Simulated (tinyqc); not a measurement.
# Inputs raised by 10 %, one at a time

Model: interdiffusion in a binary couple: Darken equations, Kirkendall shift and Boltzmann-Matano analysis. Computed by tinyqc, a small Python program. Command: `OMP_NUM_THREADS=1 python tinyqc.py 3027293 3027294 out.jsonl darken sens`. One thread of a shared host (Intel(R) Xeon(R) Processor @ 2.30GHz), about 0.09 s of CPU time with the checks.

x is the mole fraction of B; the molar volume is constant, and the two halves are long enough to count as infinite.

Inputs (values chosen for the exercise, for a model alloy A-B):
```
quantity                            value   unit
tracer diffusivity D*_A(0)        1.5e-14  m^2/s
tracer diffusivity D*_B(0)        8.4e-14  m^2/s
slope k of ln D* with x               1.9      -
regular-solution parameter W        -0.19     eV
temperature T                        1080      K
left composition x_L                 0.28      -
right composition x_R                0.56      -
time t                              83000      s
composition x for the local step     0.39      -
```

Vacancy-wind correction: Manning, fcc.

Constants: k_B = 8.617333262e-05 eV/K.

Method:
- D*_i(x) = D*_i(0) exp(k x); thermodynamic factor Phi = 1 - 2 W x (1 - x)/(k_B T); with f0 = 0.7815, M0 = 2 f0/(1 - f0), den = M0 ((1 - x) D*_A + x D*_B): D_A = D*_A Phi [1 + 2 (1 - x)(D*_A - D*_B)/den], D_B = D*_B Phi [1 - 2 x (D*_A - D*_B)/den]; interdiffusion D~ = x D_A + (1 - x) D_B.
- With lambda = z/sqrt(t), the profile solves d/dlambda (D~ dx/dlambda) + (lambda/2) dx/dlambda = 0 with x = x_L and x_R far to the left and right; z = 0 is the original interface. It is solved as a boundary-value problem in y = lambda/sqrt(D~ at the mean composition) on -12 < y < 12 (collocation, tolerance 1e-8).
- Read from the profile: the position z(x), the area -int_(x_L)^x z dx and the slope.
- Lattice planes move with v = (D_B - D_A) dx/dz; markers from the original interface stay at one composition, where z_K = 2 t v.

Runs; columns: (1) input moved; (2) from; (3) to; (4) marker position z_K (um); (5) interdiffusion coefficient D~ at the local x (m^2/s); (6) slope dx/dz at the local x (1/um); (7) composition at the markers:
```
(1)                                     (2)       (3)     (4)         (5)         (6)      (7)
base run                                  -         -  34.141  2.6738e-13  5.1191e-04  0.44098
tracer diffusivity D*_A(0) (m^2/s)  1.5e-14  1.65e-14  33.338  2.6781e-13  5.1170e-04  0.44069
tracer diffusivity D*_B(0) (m^2/s)  8.4e-14  9.24e-14  36.571  2.9379e-13  4.8818e-04  0.44124
slope k of ln D* with x                 1.9      2.09  35.576  2.8794e-13  4.9401e-04  0.44162
regular-solution parameter W (eV)     -0.19    -0.209  34.979  2.8055e-13  4.9972e-04  0.44103
time t (s)                            83000     91300  35.808  2.6738e-13  4.8809e-04  0.44098
```

Exponents ln(y'/y) / ln(x'/x); columns: (1) input; (2) marker position z_K; (3) interdiffusion coefficient D~ at the local x; (4) slope dx/dz at the local x; (5) composition at the markers:
```
(1)                              (2)    (3)     (4)     (5)
tracer diffusivity D*_A(0)    -0.250  0.017  -0.004  -0.007
tracer diffusivity D*_B(0)     0.721  0.988  -0.498   0.006
slope k of ln D* with x        0.432  0.777  -0.373   0.015
regular-solution parameter W   0.254  0.505  -0.253   0.001
time t                         0.500  0.000  -0.500   0.000
```

Among the inputs moved here: marker position z_K answers most in size to tracer diffusivity D*_B(0) (exponent +0.721), next to time t (+0.500). Its exponent +0.500 in time t: markers move as sqrt(t). Interdiffusion coefficient D~ at the local x answers most in size to tracer diffusivity D*_B(0) (exponent +0.988), next to slope k of ln D* with x (+0.777); its exponent is below 0.0005 for time t. Slope dx/dz at the local x answers most in size to time t (exponent -0.500), and about equally to tracer diffusivity D*_B(0) (-0.498). Its exponent -0.500 in time t: the profile is a function of z/sqrt(t). Composition at the markers answers most in size to slope k of ln D* with x (exponent +0.015), next to tracer diffusivity D*_A(0) (-0.007); its exponent is below 0.0005 for time t. Its exponent 0.000 in time t: the marker composition is fixed.
